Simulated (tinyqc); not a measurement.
Junction parameters from two forward currents.

Problem. D(v) = J1 (exp(v/Vt) - 1) + J2 (exp(v/(2 Vt)) - 1). Find J1, J2 and the voltage 2 Vt ln(J2/J1) near which both parts are equal.

Parameters, values chosen for the exercise: temperature T = 300 K.

Constants: q = 1.602176634e-19 C, kB = 1.380649e-23 J/K, Vt = kB T/q. Results are converted to the units shown.

junction voltages (V): 0.25  0.7
currents (uA/um): 6.1220654e-6  0.16934166

Answer. The current is linear in J1 and J2, so two points give two equations.

J1 = 2.30e-13 uA/um
J2 = 4.90e-8 uA/um
crossover = 0.634 V

tinyqc, about 0.2 s, one thread, Intel Xeon 2.30GHz (shared host): `OMP_NUM_THREADS=1 python tinyqc.py 2182175 2182176 out.jsonl`
